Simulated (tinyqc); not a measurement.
Crystal pulling from the melt: segregation, interface stability, heat balance and point-defect regime: one step, computed by the program tinyqc. Command: `OMP_NUM_THREADS=1 python tinyqc.py 3011126 3011127 out.jsonl pull walk`. One thread of a shared host (Intel(R) Xeon(R) Processor @ 2.30GHz), about 0.01 s of CPU time with the checks.

A dilute solute; steady pulling with a flat interface unless it is found unstable.

Task: Heat balance and the ratio V/G. k_S G_S = k_L G_L + L V; the largest rate for this G_S, with G_L = 0, is k_S G_S/L. Voronkov: the crystal grows vacancy-rich if V/G_S > xi_c and interstitial-rich if below; at fixed G_L the neutral rate solves V = xi_c G_S(V).

Inputs (values chosen for the exercise, modelled on gallium in silicon):
```
quantity                  value          unit
pull rate V                 1.5        mm/min
gradient in the melt G_L    5.3          K/cm
solid conductivity k_S     20.9       W/(m K)
melt conductivity k_L      62.6       W/(m K)
latent heat per volume L   4280        J/cm^3
critical ratio xi_c        0.14  mm^2/(min K)
```

Give: gradient in the solid G_S; largest rate; V/G_S; neutral pull rate.

Result:

gradient in the solid G_S = 67.07 K/cm

largest rate = 1.965 mm/min

V/G_S = 0.2236 mm^2/(min K)

neutral pull rate = 0.4256 mm/min

V/G_S is 1.60 xi_c: vacancies survive and can cluster into voids. Latent heat makes up 76 % of the flux.
